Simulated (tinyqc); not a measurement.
Inside a calculation. Model: Landau-Devonshire theory of a uniaxial ferroelectric. Computed by tinyqc, a small Python program that keeps every step. Command: `OMP_NUM_THREADS=1 python tinyqc.py 3007585 3007586 out.jsonl ferro walk`. One thread of a shared host (Intel(R) Xeon(R) Processor @ 2.30GHz), about 0.01 s of CPU time with the checks. Intermediate numbers are printed to about 5 digits and carried at full precision; extremes and crossings named in words are read from the listed rows.

G(P) = (alpha/2) P^2 + (beta*/4) P^4 + (gamma/6) P^6 - E P per volume, SI units, one domain, P along the polar axis, which is normal to the film.

Inputs (values chosen for the exercise, for a model ferroelectric):
```
quantity,value,unit
alpha_0,847000,J m/(C^2 K)
Curie-Weiss temperature T0,870,K
beta,1.92e+09,J m^5/C^4
gamma,5.95e+09,J m^9/C^6
temperature T,707,K
misfit strain u_m,-0.016,-
electrostriction Q12,-0.046,m^4/C^2
compliance s11 + s12,6.6e-12,m^2/N
applied field E,1.8,MV/m
film thickness d,9.1,nm
screening length lambda,0.006,nm
background permittivity eps_b,8,-
gradient coefficient g,2e-11,J m^3/C^2
series capacitance C_d,7.9,microfarad/cm^2
start of Newton steps P0/Ps,1,-
```

Sample: epitaxial film.

Constants: eps_0 = 8.8541878128e-12 F/m.

## Coefficients at T

alpha = alpha_0 (T - T0*), with clamping: T0* = T0 + 4 Q12 u_m/(alpha_0 (s11 + s12)), beta* = beta + 4 Q12^2/(s11 + s12).

T0* = 1396.6 K

alpha = -5.8412e+08 J m/C^2

beta* = 3.2024e+09 J m^5/C^4

Compression raises T0 by 527 K. beta* > 0: the transition is of second order. Caution: a shift of T0 this large is beyond the range where constant coefficients hold.

## Spontaneous polarisation, susceptibility, coercive field

Ps^2 = [-beta* + sqrt(beta*^2 - 4 alpha gamma)]/(2 gamma). chi = 1/(eps_0 G''), G'' = alpha + 3 beta* P^2 + 5 gamma P^4 at Ps. Ps, chi and the coercive field are for perfect screening, without a depolarising field. The intrinsic coercive field is |alpha P + beta* P^3 + gamma P^5| at the P_c where G'' = 0. 1 C/m^2 = 100 microcoulomb/cm^2.

spontaneous polarisation Ps = 37.936 microcoulomb/cm^2

susceptibility chi = 79.833

well depth G(Ps) = -22.494 MJ/m^3

P_c = 22.874 microcoulomb/cm^2

intrinsic coercive field = 91.559 MV/m

P_c/Ps = 0.603, above the 0.577 of a quartic well, as the sixth-order term matters. Real switching runs by domain nucleation at far lower fields.

## Polarisation in the field by Newton steps

Solve G'(P) = alpha P + beta* P^3 + gamma P^5 - E = 0 by P(new) = P - G'/G'' from P0; stop when the step is below 1e-11 C/m^2 (G' under 1e-6 MV/m is shown as 0).

Newton steps:
```
step,P (microcoulomb/cm^2),G' (MV/m),G'' (MJ m/C^2)
1,37.936,-1.8000,1414.7
2,38.064,0.0112,1432.3
3,38.063,0.0000,1432.2
4,38.063,0.0000,1432.2
```

P at the end of the steps = 38.063 microcoulomb/cm^2

1/(eps_0 G'') there = 78.858

The linear estimate Ps + eps_0 chi E gives 38.064; the field lowers chi by 1.2 %.

## The 180-degree wall

With the term (g/2) (dP/dx)^2, (g/2) P'^2 = G(P) - G(Ps) across the wall: energy = int_(-Ps)^(Ps) sqrt(2 g [G(P) - G(Ps)]) dP (40 Gauss-Legendre points); width = 2 Ps over the slope at P = 0, sqrt(2 |G(Ps)|/g). Elastic coupling inside the wall is left out.

wall energy = 15.369 mJ/m^2

wall width = 0.50588 nm

Caution: a wall under 0.8 nm, some two lattice spacings, wide is outside the continuum picture.

## A capacitor with imperfect screening

Between shorted electrodes with screening length lambda each, the depolarising field is -k P, k = 2 lambda/(eps_0 (d + 2 lambda eps_b)), so alpha turns into alpha + k. The polar state is the lowest uniform state while alpha + k < 0 (beta* > 0) or < 3 beta*^2/(16 gamma) (beta* < 0); setting the equality gives the critical thickness d_c.

depolarising coefficient k = 1.4738e+08 J m/C^2

polarisation of the film = 33.579 microcoulomb/cm^2

size of the depolarising field = 49.489 MV/m

critical thickness d_c = 2.2242 nm

The film keeps 89 % of Ps.

## Thickness series

Domains are left out, though they can pre-empt both the loss of P and the state at P = 0. The second and third columns are for the shorted capacitor, polar only where it is the lowest uniform state: alpha + k < 0 (beta* > 0) or < 3 beta*^2/(16 gamma) (beta* < 0). The last column is another circuit, the film in series with C_d at P = 0: 1/C = (alpha d)/(1 + alpha eps_0 eps_b) + 1/C_d, and P = 0 is locally stable while 1/C > 0; a dash marks the rest.

Against thickness:
```
d (nm),P (microcoulomb/cm^2),depolarising field (MV/m),C of the stack / C_d
1,0.000,0.000,1.0506
2,0.000,0.000,1.1065
3,20.584,90.107,1.1688
5,29.275,77.859,1.3170
8,32.913,55.097,1.6263
15,35.388,31.770,3.5979
30,36.695,16.525,-
60,37.323,8.417,-
150,37.693,3.403,-
```

The polar state appears between 2 and 3 nm (d_c = 2.22 nm), and at 150 nm P is 99.4 % of Ps. The stack exceeds C_d wherever it is stable, up to 3.60 times: the ferroelectric held at P = 0 acts as a negative capacitance.

Checks made by the program: Ps against a numerical root of G'(P)/P (relative difference below 1e-10).
